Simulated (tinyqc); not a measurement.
Thermal resistances of a two-die stack.

Inverse problem. Heat leaves through the lower die only, and the system is linear. Find the resistance R1 from the lower die to the coolant, R2 between the dies, and the rise of the upper die when both are powered.

Parameters, values chosen for the exercise:
```
symbol,value,unit,meaning
P1,33,W,power of the lower die
P2,25,W,power of the upper die
```

rises of the lower and upper die with only the lower one powered (K): [10.23, 10.23]
rises of the lower and upper die with only the upper one powered (K): [7.75, 10.75]

Solution. With only the lower die powered no heat crosses R2, so both dies rise by P1 R1; the difference in the second test is P2 R2; rises add.

R1 = 0.3100 K/W
R2 = 0.1200 K/W
rise of the upper die = 20.98 K

Program tinyqc, `OMP_NUM_THREADS=1 python tinyqc.py 2162187 2162188 out.jsonl`; Intel Xeon 2.30GHz, shared host, one thread, about 0.03 s.
